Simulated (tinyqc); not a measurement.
MOS capacitor on an n-type substrate, surface potential from the exact charge relation: two steps of the calculation.

Uniform n-type substrate, Boltzmann statistics, full ionisation, classical densities. psi is the surface potential against the body (positive when the bands bend down) and u = -psi/Vt. Traps are spread evenly over the gap and neutral at flat band, so their charge is -q Dit psi; the minority quasi-Fermi level is shifted by Vb.

Parameters, values chosen for the exercise; band and dielectric values close to those of silicon: temperature T = 350 K; band gap Eg = 1.13 eV; relative permittivity eps_r = 11.7; conduction-band density of states at T Nc = 3.45e19 cm^-3; valence-band density of states at T Nv = 3.34e19 cm^-3; donor density of the substrate N = 5.2e16 cm^-3; relative permittivity of the gate insulator (close to zirconium oxide) eox = 25; insulator thickness tox = 42 nm; fixed charge at the interface, in units of q Nf = 7e10 cm^-2; density of interface traps Dit = 0 cm^-2 eV^-1; reverse bias of the inversion layer against the body Vb = 0 V; gate voltage against the body Vg = -0.27 V.

Constants: q = 1.602176634e-19 C, kB = 1.380649e-23 J/K, Vt = kB T/q, eps0 = 8.8541878128e-14 F/cm where lengths are in cm. Results are converted to the units shown.

Task 1. Newton step for the surface potential. u = -psi/Vt; F^2 = exp(-u) + u - 1 + r (exp(u) - u - 1); Qs = +sign(u) Q0 F; Cs = -dQs/dpsi = (Q0/Vt) |1 - exp(-u) + r (exp(u) - 1)|/(2 F). f = Vfb + psi + (q Dit psi - Qs)/Cox - Vg, f' = 1 + (Cs + q Dit)/Cox, psi(new) = psi - f/f'.

psi at the start = -0.85275208 V
Cox = 0.52703499 uF/cm^2
Vfb = 0.58275208 V
Q0 = 22.817057 nC/cm^2
r = 2.2817866e-11

Give: u; F; Qs; Cs; f; f'; psi after iteration 1.

Result 1.

u = 28.27
F = 8.406
Qs = 191.8 nC/cm^2
Cs = 1.997 uF/cm^2
f = -0.3639 V
f' = 4.790
psi after iteration 1 = -0.7768 V

Task 2. Charges, field and capacitances at the solution. ni = sqrt(Nc Nv) exp(-Eg/(2 Vt)), Eg in volts; phiF = Vt ln(N/ni); Cox = eps0 eox/tox; Vfb = phiM - chi - Vt ln(Nc/N) - q Nf/Cox; Q0 = sqrt(2 eps0 eps_r q N Vt); r = (ni/N)^2 exp(-Vb/Vt); VT = Vfb - [(2 phiF + Vb)(1 + q Dit/Cox) + sqrt(2 eps0 eps_r q N (2 phiF + Vb))/Cox].

Low frequency: 1/C_LF = 1/Cox + 1/(Cs + q Dit). High frequency, in the simple estimate in which traps and minority carriers do not follow: 1/C_HF = 1/Cox + 1/Cd, Cd being Cs with r = 0 at the same psi. Minority sheet density N_inv = (Q0/(2 q)) int_0^u r (exp(t) - 1)/F(t) dt for u > 0. Oxide field |Qs - q Dit psi + q Nf|/(eps0 eox).

converged psi = -0.65534764 V

Find: Qs; N_inv; oxide field; Cs; C_LF/Cox; C_HF/Cox.

Result 2.

Qs = 104.04 nC/cm^2
N_inv = 9.9993e8 cm^-2
oxide field = 0.052068 MV/cm
Cs = 0.088130 uF/cm^2
C_LF/Cox = 0.14326
C_HF/Cox = 0.13617

The surface is in weak inversion (borders at |psi| = 0, phiF + Vb and 2 phiF + Vb = 0.739 V). Minority carriers make up 0.154 % of Qs.

Numbers from tinyqc (`OMP_NUM_THREADS=1 python tinyqc.py 2060122 2060123 out.jsonl`; about 0.01 s on one thread of a shared Intel Xeon 2.30GHz).
